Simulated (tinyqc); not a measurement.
Phonon transmission through an interface between two chains by Green functions: one step, computed by the program tinyqc.

Two semi-infinite chains (masses m_1, m_2; springs k_1, k_2), motion along the chain. The central region holds the end atom of each chain and three interlayer atoms of mass m_b, joined by springs k_b. lambda = omega^2 in eV/(angstrom^2 u); nu = 15.6333042 THz x sqrt(lambda).

Question. Transmission at the probe frequency. A = lambda M - K - Sigma over the central atoms, with K_ii the sum of the springs at i, K_(i,i+1) = -k_b; G = inverse of A; transmission = Gamma_1 Gamma_2 |G_(first,last)|^2.

Atoms in the interlayer: three.

A (complex symmetric) (eV/angstrom^2), rows end of 1, layer 1, layer 2, layer 3, end of 2:
```
[[-0.802126+1.162597i, 1.040000, 0.000000, 0.000000, 0.000000],
 [1.040000, -1.129999, 1.040000, 0.000000, 0.000000],
 [0.000000, 1.040000, -1.129999, 1.040000, 0.000000],
 [0.000000, 0.000000, 1.040000, -1.129999, 1.040000],
 [0.000000, 0.000000, 0.000000, 1.040000, -0.336850+1.881930i]]
```

Gamma_1 = 2.325193 eV/angstrom^2

Gamma_2 = 3.763860 eV/angstrom^2

Give: G_(first,last); transmission.

Answer.

G_(first,last) = -0.22657+0.19225i angstrom^2/eV

transmission = 0.77273
